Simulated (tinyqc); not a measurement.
Atomic layer deposition: Langmuir saturation, growth per cycle and coating of deep features. From aspect ratio reached by the front in time t back to pulse time t. Computed by tinyqc, a small Python program. Command: `OMP_NUM_THREADS=1 python tinyqc.py 3000224 3000225 out.jsonl ald inv`. One thread of a shared host (Intel(R) Xeon(R) Processor @ 2.30GHz), about 0.02 s of CPU time with the checks.

Precursor A sticks only on free sites, so a long enough pulse saturates; co-reactant B then frees the sites again.

Inputs (values chosen for the exercise, modelled on hafnium oxide from an amide and water): precursor mass M = 411 u; site density q = 2.7 1/nm^2; sticking probability beta on free sites = 0.00094; precursor pressure p = 0.32 Pa; temperature T = 175 C; desorption energy E_d = 1.45 eV; aspect ratio a = 14.

Feature: round hole.

Constants: u = 1.6605390666e-27 kg; k_B = 1.380649e-23 J/K; k_B = 8.617333262e-05 eV/K.

Method:
- Wall flux F = p/sqrt(2 pi M k_B T); rate of filling k_a = beta F/q; desorption k_d = 1e13 exp(-E_d/(k_B T)) per second. 1/m^2 = 1e-18/nm^2.
- Temperatures in kelvin are T(C) + 273.15.
- Diffusion-limited filling (Gordon) of a round hole of diameter w: a saturation front at depth z needs dz/dt = D_K n/(z (4q/w)), with Knudsen D_K = w c/3 and F = n c/4; including the entrance and floor terms, t = (q/F)(1 + 19a/4 + 3a^2/2). Reaction-limited filling needs ln(100)/k_a at any depth, k_a = beta F/q. Flow is molecular. The front picture holds when the modulus a sqrt(beta) is well above 1.
- Depth reached by the given pulse: solve the same formula for a. Exposure = p x diffusion-limited time; 1 langmuir = 1.33322e-4 Pa s.

Task: A run gave the result below. Find the pulse time t, known to lie between 22 and 60 s.

aspect ratio reached by the front in time t = 136.8792

Result:

Each step takes the trial c = (a f_b - b f_a)/(f_b - f_a), f being the result less the target and a, b, c the logarithms of the listed values; c replaces end b, the old b replaces a if the sign of f changed, and otherwise f_a is halved.

Scan of the range:
```
pulse time t (s)  aspect ratio reached by the front in time t
22.0                                                  101.729
26.0                                                  110.727
30.7                                                  120.456
36.3                                                  131.119
42.9                                                  142.678
50.8                                                  155.399
60.0                                                  169.022
```

False position (Illinois rule, in the logarithm of the input) inside the bracket:
```
step    end a    end b    trial  aspect ratio reached by the front in time t
1     36.3000  42.9000  39.4511                                      136.759
2     42.9000  39.4511  39.5186                                      136.877
3     42.9000  39.5186  39.5213                                      136.882
4     39.5186  39.5213  39.5200                                      136.879
```

Aspect ratio reached by the front in time t rises at every point of a 13-point scan of the range (every second point is shown), so one value fits; it is bracketed by 36.3 and 42.9. Answer: pulse time t = 39.52 s.
